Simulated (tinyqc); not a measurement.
Inside a calculation. Model: hot electrons in a saturated n-channel MOSFET, lucky-electron model.

tinyqc, about 0.01 s, one thread, Intel Xeon 2.30GHz (shared host): `OMP_NUM_THREADS=1 python tinyqc.py 2550161 2550162 out.jsonl` Printed values are rounded.

Beyond pinch-off the lateral field grows as Esat cosh(y/l) over the velocity-saturated region (pseudo-two-dimensional model). Impact ionisation in this region gives the substrate current, which biases the body forward through Rsub. Currents are per width. Local-field laws: they overstate ionisation when the field peak is narrower than an energy relaxation length.

Parameters, values chosen for the exercise; values close to those of silicon n-channel devices: channel length L = 0.5 um; oxide thickness tox = 12 nm; junction depth xj = 170 nm; threshold VT = 0.65 V; effective mobility mu = 260 cm^2/(V s); saturation velocity vs = 8.2e6 cm/s; ionisation prefactor Ai = 2e6 1/cm; ionisation field Bi = 1.78 MV/cm; resistance of the lightly doped drain Rd = 200 ohm um; substrate resistance Rsub = 2300 ohm um; fall of VT per volt of forward body bias kb = 0.27; hot-electron mean free path lm = 8.1 nm; oxide barrier pb = 3.2 V; prefactor of the gate current Cg = 0.0024; lifetime exponent m = 3; lifetime constant Hl = 48000 s uA/um; drain voltage Vd = 3.8 V; gate voltage Vg = 1.6 V.

Constants: eps0 = 8.8541878128e-14 F/cm where lengths are in cm. Results are converted to the units shown.

## Length and field scales

Cox = 3.9 eps0/tox, l = sqrt(3 tox xj), Esat = 2 vs/mu.

Cox = 0.287761 uF/cm^2
l = 78.2304 nm
Esat = 0.0630769 MV/cm
Esat L = 3.15385 V

## Iteration 1: body bias from the substrate current

Vb at the start = 0 V

Cox = 3.9 eps0/tox. Overdrive g = Vg - VT + kb Vb; Vdsat = g Esat L/(g + Esat L); Id = Cox vs (g - Vdsat); dV = Vd - Id Rd - Vdsat; Em = sqrt((dV/l)^2 + Esat^2); Isub = Id (Ai/Bi) l Em exp(-Bi/Em). Vb(new) = Rsub Isub.

Vdsat = 0.730084 V
Id = 51.8922 uA/um
dV = 3.05954 V
Em = 0.396147 MV/cm
Isub = 2.02086 uA/um
Vb after iteration 1 = 0.00464798 V

## Iteration 2: body bias from the substrate current

As before.

Vdsat = 0.730825 V
Id = 52.0135 uA/um
dV = 3.05877 V
Em = 0.396050 MV/cm
Isub = 2.02287 uA/um
Vb after iteration 2 = 0.00465261 V

## Course of the iteration: body bias from the substrate current

Stop when Vb changes by less than 1e-9 V, or after 60 iterations.

Course of the iteration:

| iteration | Vb (V) | \|change\| (V) |
|---|---|---|
| 1 | 0.00464798 | 4.65e-3 |
| 2 | 0.00465261 | 4.63e-6 |
| 3 | 0.00465261 | 4.60e-9 |
| 4 | 0.00465261 | 4.58e-12 |

Converged in 4 iterations. At the end each change is about 9.9e-4 times the one before: linear convergence.

## Gate current, lifetime and channel shortening

Id = 52.0136 uA/um
dV = 3.05877 V
Em = 0.396050 MV/cm
Isub = 2.02288 uA/um

Ig = Cg Id exp(-pb/(lm Em)); lifetime tau = (Hl/Id)(Isub/Id)^(-m); length of the saturated region dL = l ln[(dV/l + Em)/Esat]. 1 year = 3.15576e7 s.

Isub/Id = 0.0388913
Ig = 5.81064 pA/um
tau = 0.497123 years
dL = 197.448 nm

The lifetime misses ten years. Integrating Ai exp(-Bi/E) over the cosh profile gives Isub/Id = 0.0333, so the closed form is 17 % above it.
